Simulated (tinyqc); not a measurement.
# Gate sheet resistance from two finger widths

Inverse problem. At low frequency R = Rsh Wf/(3 L) + B/Wf, where B collects the channel and vertical terms. Find Rsh, B and the width of lowest R.

Values chosen for this exercise: channel length L = 1.3 um.

input resistance of single fingers, contacted at one end, of width 0.75 and 6.1 um (ohm): 338.14103  80.086171

Answer. R Wf is a straight line in Wf^2; the minimum of R lies where both terms are equal.

Rsh = 25.00 ohm/square
B = 250.0 ohm um
width of lowest R = 6.245 um

Program tinyqc, `OMP_NUM_THREADS=1 python tinyqc.py 2262175 2262176 out.jsonl`; Intel Xeon 2.30GHz, shared host, one thread, about 0.01 s.
